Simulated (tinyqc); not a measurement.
## Strained alloy layer of InAs and AlAs on (001) InP, model-solid band line-up: gaps, strain and offsets against composition

The layer is x parts of the first compound and 1 - x of the second, grown coherently on the third as substrate and barrier. Rows of the table: lattice constant a, average valence level Ea on an absolute scale, spin-orbit splitting so, gaps at Gamma, X and L, hydrostatic deformation potentials av and ac (Gamma), shear potential b, elastic constants, electron and heavy-hole (along z) masses. All are interpolated linearly in x; gaps get -C x (1 - x), taken wholly in the conduction band; real line-ups can differ from this model by 0.1 eV or more.

In-plane strain e = (a_substrate - a)/a, e_z = -2 (c12/c11) e, volume change 2 e + e_z. With v = 2 e + e_z and d = 2 b (e_z - e): Eav = Ea + av v; E_hh = Eav + so/3 - d/2; E_lh = Eav - so/6 + d/4 + sqrt(so^2 + so d + 9 d^2/4)/2; E_c = Ea + so/3 + EG + ac v (Gamma). Substrate: E_v = Ea + so/3, E_c = E_v + EG. Well depths: dEc = E_c(substrate) - E_c, dEhh = E_hh - E_v(substrate), dElh likewise; strained Gamma gap E_c - max(E_hh, E_lh); positive values confine carriers in the layer. Matthews-Blakeslee for 60-degree dislocations in a single layer: hc = k (ln(hc/bv) + 1), k = bv (1 - nu/4)/(4 pi |e| (1 + nu)), nu = c12/(c11 + c12), bv = a/sqrt(2); the larger root. The valence offset is the larger of dEhh and dElh; a dash marks |e| under 0.02 % or no root.

Inputs (values chosen for the exercise): bowing of the Gamma gap CG = 0.7 eV; bowing of the X gap CX = 0 eV; bowing of the L gap CL = 0 eV.

Binary compounds, values chosen for the exercise:
```
,close to InAs,close to AlAs,close to InP
a (angstrom),6.058,5.661,5.869
Ea (eV),-6.67,-7.49,-7.04
so (eV),0.378,0.283,0.111
EG (eV),0.352,2.99,1.34
EX (eV),1.36,2.15,2.17
EL (eV),1.07,2.33,1.92
av (eV),0.987,2.44,1.27
ac (eV),-5.14,-5.65,-5.08
b (eV),-1.78,-1.5,-1.69
c11 (GPa),84.1,126,102
c12 (GPa),45.2,53.6,56.9
me (m0),0.023,0.149,0.0811
mh (m0),0.333,0.471,0.53
```

Gaps, strain and offsets against composition:
```
x,e (%),relaxed Gamma gap (eV),lower of X and L gaps (eV),strained Gamma gap (eV),E_hh - E_lh (meV),dEc (eV),valence offset (eV),hc (nm)
0.3,1.538,2.052,1.913,1.867,-104.2,-0.4815,-0.04537,5.30
0.36,1.121,1.879,1.866,1.748,-75.22,-0.3863,-0.02178,8.16
0.41,0.7766,1.739,1.813,1.651,-51.53,-0.3100,-6.127e-4,13.2
0.47,0.3661,1.576,1.738,1.535,-23.89,-0.2223,0.02681,33.9
0.53,-0.04105,1.417,1.662,1.419,2.624,-0.1385,0.05931,447
0.58,-0.3778,1.289,1.599,1.305,23.68,-0.07181,0.1073,32.7
0.64,-0.7790,1.140,1.524,1.169,47.47,0.004584,0.1661,13.1
0.69,-1.111,1.020,1.461,1.059,65.95,0.06521,0.2161,8.25
0.75,-1.506,0.8802,1.385,0.9284,86.41,0.1343,0.2773,5.45
```

Read the table: what changes, and by how much?

The relaxed Gamma gap falls from 2.05 to 0.880 eV and the strained one falls from 1.87 to 0.928 eV. The lattice matches the substrate at x = 0.524; the heavy hole is on top where the layer is compressed (e < 0) and the light hole where it is stretched. The relaxed alloy turns direct at x = 0.367. dEc rises from -0.481 to 0.134 eV and the valence offset rises from -0.0454 to 0.277 eV. At the largest strain listed, 1.54 %, strain changes the gap by -185 meV. For x = 0.3, 0.36 the lowest conduction valley of the relaxed alloy is X or L, so the gap and dEc listed hold for Gamma only.

Computed by the program tinyqc: `OMP_NUM_THREADS=1 python tinyqc.py 2690154 2690155 out.jsonl`, one thread of a shared Intel Xeon 2.30GHz, about 0.01 s for the whole run.
